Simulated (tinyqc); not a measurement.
Thermal, flicker and telegraph noise of a field-effect transistor: one step, computed by the program tinyqc. Command: `OMP_NUM_THREADS=1 python tinyqc.py 3016089 3016090 out.jsonl noise walk`. One thread of a shared host (Intel(R) Xeon(R) Processor @ 2.30GHz), about 0.01 s of CPU time with the checks.

Strong inversion, threshold roll-off and channel-length modulation left out; noise sources are uncorrelated and are given as one-sided spectral densities. The drain voltage is 50 mV.

Question. How many traps? Active traps per decade of time constant: N_dec = N_t k_B T W L lambda ln(10); a single trap at the interface shifts the threshold by e/(W L C_ox) and the current by g_m times that; tunnelling depth for frequency f, z = lambda ln(1/(2 pi f tau_0)), tau_0 = 1e-10 s.

Inputs (values chosen for the exercise, modelled on a high-k silicon transistor): width W = 1.2 micrometre; length L = 1200 nm; electrical oxide thickness t = 2 nm; oxide trap density N_t = 8e+15 1/(eV cm^3); frequency f = 40 Hz; temperature T = 400 K.

Operating region: linear. Flicker model: Hooge.

tunnelling length lambda = 1.626598 angstrom

C_ox = 1.726567 microfarad/cm^2

g_m = 40.57432 microsiemens

drain current I = 31.24222 microampere

Constants: k_B = 8.617333262e-05 eV/K; e = 1.602176634e-19 C.

Give: traps per decade; threshold step of one trap; current step of one trap; depth probed at f.

Answer.

traps per decade = 0.14872

threshold step of one trap = 0.0064441 mV

current step of one trap = 8.3690e-04 %

depth probed at f = 2.8464 nm

With fewer than one trap per decade the spectrum is not a smooth 1/f but a few Lorentzians, seen in time as telegraph steps, and S_Vfb is only the mean over many devices. Caution: the probed depth exceeds the electrical oxide thickness, so in a plain SiO2 film traps would exchange with the gate and the 1/f law flattens.
